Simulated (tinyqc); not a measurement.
Order of mass and momentum: stepped quantum well by finite differences.

Finite differences on points z_i at the centres of cells of width h: H_ii = (c/h^2)(1/m_(i-1/2) + 1/m_(i+1/2)) + V_i, H_(i,i+1) = -(c/h^2)/m_(i+1/2), where m_(i+1/2) is the mean of the masses at the two points (the end values are repeated outwards), psi = 0 on the points beyond both ends, c = hbar^2/2m0. The field adds e F (z - z0) with z0 the middle of the structure; 1 kV/cm = 1e-5 eV/angstrom.

Constants: hbar^2/2m0 = 3.80998211 eV angstrom^2.

Values chosen for the exercise (out of a larger set: near those of an InGaAs well in InP; not measured data): layers = ((60, 0.239, 0.0818), (40, 0, 0.0408), (80, 0.072, 0.0531), (60, 0.239, 0.0818)) (each layer: thickness in angstrom, band edge in eV, mass in m0); F = 41 kV/cm (field along z); hf = 1.25 angstrom (cell width of the fine grid).

Fine grid. Hermitian kinetic operators m^a p m^b p m^a with 2a + b = -1: H_ii = (c/h^2) m_i^(2a) (m_(i-1/2)^b + m_(i+1/2)^b) + V_i, H_(i,i+1) = -(c/h^2) m_i^a m_(i+1)^a m_(i+1/2)^b; BenDaniel-Duke is a = 0. The halved form has H_ii = 2c/(h^2 m_i) + V_i and H_(i,i+1) = -(c/2h^2)(1/m_i + 1/m_(i+1)). The shifts are measured against BenDaniel-Duke; the last column repeats E1 with cells of hf/4.

Cases:

| operator |
|---|
| BenDaniel-Duke |
| (1/m) p^2 + p^2 (1/m), halved |
| m^(-1/2) p^2 m^(-1/2) |
| m^(-1/4) p m^(-1/2) p m^(-1/4) |
| one mass, the smallest |

Rank the cases by E1, lowest first.

Answer: (1/m) p^2 + p^2 (1/m), halved, BenDaniel-Duke, m^(-1/4) p m^(-1/2) p m^(-1/4), one mass, the smallest, m^(-1/2) p^2 m^(-1/2).

Levels (eV):

| operator | E1 | E2 | E1 - E1(BDD) (meV) | E1 at hf/4 |
|---|---|---|---|---|
| BenDaniel-Duke | 0.0613 | 0.1549 | 0.0 | 0.0614 |
| (1/m) p^2 + p^2 (1/m), halved | -0.0499 | 0.1090 | -111.2 | -2.1912 |
| m^(-1/2) p^2 m^(-1/2) | 0.0794 | 0.1713 | 18.0 | 0.0794 |
| m^(-1/4) p m^(-1/2) p m^(-1/4) | 0.0709 | 0.1625 | 9.5 | 0.0709 |
| one mass, the smallest | 0.0725 | 0.1771 | 11.1 | 0.0725 |

The three forms m^a p m^b p m^a span 18.0 meV in E1, 19 % of E2 - E1; they differ only at the mass steps (largest to smallest mass 2.00), where m^a psi is the continuous quantity. Dropping the mass step altogether moves E1 by +11.1 meV. Refining the grid moves the halved form by -2141.3 meV, against at most 0.04 meV for the other three: at an abrupt step it has no limit as the grid is refined.

Run: tinyqc, `OMP_NUM_THREADS=1 python tinyqc.py 1282472 1282473 out.jsonl`; Intel(R) Xeon(R) Processor @ 2.30GHz, one thread, shared host; about 0.02 s of CPU time with all checks.
